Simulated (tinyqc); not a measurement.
# MOSFET in saturation, small-signal circuit and noise: what changes with what

Bias by the inversion coefficient IC = I/Ispec (charge-based model with velocity saturation; weak inversion below 0.1, strong above 10). Common-source circuit: gm, gds, Cgs, Cgd and Cj at the inner nodes, Rg in series with the gate; quasi-static, no source or drain resistance, no gate-body capacitance, no substrate network, no induced gate noise, so fmax is an upper estimate.

Values chosen for this exercise:
```
symbol   value         unit                                   meaning
T          325            K                               temperature
L           65           nm                               gate length
W           80           um                          total gate width
Cox       0.62      uF/cm^2                          gate capacitance
mu         280   cm^2/(V s)                                  mobility
n         1.41                                           slope factor
Ls          10           nm                velocity-saturation length
sg       0.089                                           ratio gds/gm
Cov       0.22        fF/um   overlap and fringe capacitance per side
Cj        0.46        fF/um                drain junction capacitance
Rsh          8          ohm              sheet resistance of the gate
Wf           4           um                              finger width
Rc         200       ohm um      gate contact and vertical resistance
IC        0.68                                  inversion coefficient
gw        0.05               short-channel excess of the noise factor
Nt      5.2e17  cm^-3 eV^-1                        oxide trap density
lt         0.1           nm          tunnelling length into the oxide
ac        3000        V s/C            Coulomb scattering coefficient
```

Constants: q = 1.602176634e-19 C, kB = 1.380649e-23 J/K, Vt = kB T/q. Results are converted to the units shown.

Each table varies one quantity; the others keep the values above.

## Integrated noise against bandwidth

Ispec = 2 n mu Cox (W/L) Vt^2, lc = Ls/L, gms = [sqrt((lc IC + 1)^2 + 4 IC) - 1]/[2 + lc (lc IC + 1)], gm = gms Ispec/(n Vt), gds = sg gm. qs = [sqrt(1 + 4 IC) - 1]/2, Cgs = Cox W L qs (2 qs + 3)/(3 (qs + 1)^2) + Cov W, Cgd = Cov W, Cd = Cj W, Rg = Rsh (Wf/L)/(12 Nf) + Rc/W with Nf = W/Wf fingers (not rounded) contacted at both ends. Channel noise Sid = 4 kB T gam n gm with gam = (1/2 + (2/3) qs)/(1 + qs) + gw lc IC, qs = [sqrt(1 + 4 IC) - 1]/2, lc = Ls/L (the last term an empirical rise with velocity saturation); at the gate, white noise Sw = Sid/gm^2 + 4 kB T Rg. Number fluctuation with correlated mobility: S(f) = K/f, K = q^2 Vt lt Nt/(W L Cox^2) (1 + ac mu Cox I/gm)^2, Vt in eV with Nt per eV. Corner fc = K/Sw. Mean square from f1 = 1 Hz to B: Sw (B - f1) + K ln(B/f1).

Integrated noise against bandwidth:

| B (Hz) | spot noise at B (nV/Hz^0.5) | white part (uV rms) | 1/f part (uV rms) | total (uV rms) |
|---|---|---|---|---|
| 1000 | 445.8 | 0.05176 | 37.05 | 37.05 |
| 10000 | 141.0 | 0.1637 | 42.78 | 42.78 |
| 1e5 | 44.61 | 0.5178 | 47.83 | 47.83 |
| 1e6 | 14.19 | 1.638 | 52.40 | 52.42 |
| 1e7 | 4.749 | 5.178 | 56.60 | 56.83 |
| 1e8 | 2.161 | 16.38 | 60.50 | 62.68 |
| 1e9 | 1.697 | 51.78 | 64.17 | 82.46 |

What does the comparison show?

The 1/f part adds the same power, K ln 10, in each decade and grows only from 37.1 to 64.2 uV; the white part grows as sqrt(B). The corner of the spot noise is fc = 7.41e7 Hz.

## Gains against frequency

fT = gm/(2 pi (Cgs + Cgd)), fmax = fT/(2 sqrt(Rg (gds + 2 pi fT Cgd))). Inner admittances at w = 2 pi f: y11 = i w (Cgs + Cgd), y12 = -i w Cgd, y21 = gm - i w Cgd, y22 = gds + i w (Cgd + Cd). Invert to Z, add Rg to Z11 and invert back to Y. |h21| = |Y21/Y11|; U = |Y21 - Y12|^2/(4 [Re Y11 Re Y22 - Re Y12 Re Y21]). MSG = |Y21/Y12|; stability factor k = [2 Re Y11 Re Y22 - Re(Y12 Y21)]/|Y12 Y21|.

The same in every row: f sqrt(U) (GHz) = 88.94.

Result of one run:

| f (GHz) | \|h21\| (dB) | U (dB) | MSG (dB) | k |
|---|---|---|---|---|
| 0.36 | 34.67 | 47.86 | 21.35 | 0.008446 |

What becomes of these results when the signal frequency f is changed from 0.36 to 16 GHz, all else the same?

Result of the changed run:

| f (GHz) | \|h21\| (dB) | U (dB) | MSG (dB) | k |
|---|---|---|---|---|
| 16 | 2.155 | 14.90 | 5.091 | 0.3569 |

The whole series:

| f (GHz) | \|h21\| (dB) | U (dB) | MSG (dB) | k |
|---|---|---|---|---|
| 0.19 | 40.22 | 53.41 | 24.13 | 0.004458 |
| 0.36 | 34.67 | 47.86 | 21.35 | 0.008446 |
| 0.68 | 29.15 | 42.33 | 18.59 | 0.01595 |
| 1.3 | 23.52 | 36.70 | 15.78 | 0.03049 |
| 2.4 | 18.21 | 31.38 | 13.12 | 0.05624 |
| 4.5 | 12.77 | 25.92 | 10.40 | 0.1051 |
| 8.3 | 7.540 | 20.60 | 7.783 | 0.1920 |
| 16 | 2.155 | 14.90 | 5.091 | 0.3569 |

Over the table |h21| falls by 19.8 dB a decade, U by 20.0 and MSG by 9.89. The product f sqrt(U) stays at 88.9 GHz, against fmax = 88.9 GHz from the formula. k stays below one in all rows, so the device is only conditionally stable. In every row fmax exceeds 4 fT, where channel resistance and substrate losses, left out here, would cap it.

## Effect of the finger width on speed and noise

Same model as above.

Corner fc = K/Sw. IC is held fixed.

The same in every row: I (uA) = 321.4; fT (GHz) = 19.50.

Effect of the finger width on speed and noise:

| Wf (um) | Rg (ohm) | fmax (GHz) | sqrt(Sw) (nV/Hz^0.5) | fc (MHz) |
|---|---|---|---|---|
| 0.25 | 2.508 | 119.8 | 1.626 | 75.14 |
| 0.5 | 2.532 | 119.2 | 1.626 | 75.12 |
| 1 | 2.628 | 117.0 | 1.627 | 75.07 |
| 2 | 3.013 | 109.3 | 1.629 | 74.88 |
| 4 | 4.551 | 88.94 | 1.638 | 74.11 |
| 8 | 10.71 | 58.00 | 1.671 | 71.18 |

What does the comparison show?

As Wf goes from 0.25 to 8 um, fT stays at 19.5 GHz, fmax falls from 120 to 58.0 GHz, the white noise rises from 1.63 to 1.67 nV/Hz^0.5 and the corner falls from 75.1 to 71.2 MHz. The finger width leaves fT alone and acts through Rg, whose sheet part goes as Wf^2. For Wf = 0.25 to 4 um fmax exceeds 4 fT, where channel resistance and substrate losses, left out here, would cap it.

Computed by the program tinyqc: `OMP_NUM_THREADS=1 python tinyqc.py 2150037 2150038 out.jsonl`, one thread of a shared Intel Xeon 2.30GHz, about 0.01 s for the whole run.
